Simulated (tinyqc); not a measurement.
Ground and coupling capacitance from two measurements.

Inverse problem. A line has Cg to the planes and Cc to each of two neighbours. Find Cg, Cc, the load when both neighbours switch in antiphase, and the pulse on the line when it floats and both neighbours swing by Vx.

Values chosen for this exercise:
```
symbol  value  unit  meaning
Vx        0.7     V    swing
```

capacitance with neighbours driven alike and with neighbours grounded (aF/um): [78, 174]

Solution. Driven alike, Cc carries no charge, which leaves Cg; grounded neighbours give Cg + 2 Cc, antiphase Cg + 4 Cc; a floating line divides the swing as 2 Cc/(Cg + 2 Cc).

Cg = 78.0 aF/um
Cc = 48.0 aF/um
load in antiphase = 270 aF/um
pulse = 0.386 V

Computed by the program tinyqc: `OMP_NUM_THREADS=1 python tinyqc.py 2790166 2790167 out.jsonl`, one thread of a shared Intel Xeon 2.30GHz, about 1 s for the whole run.
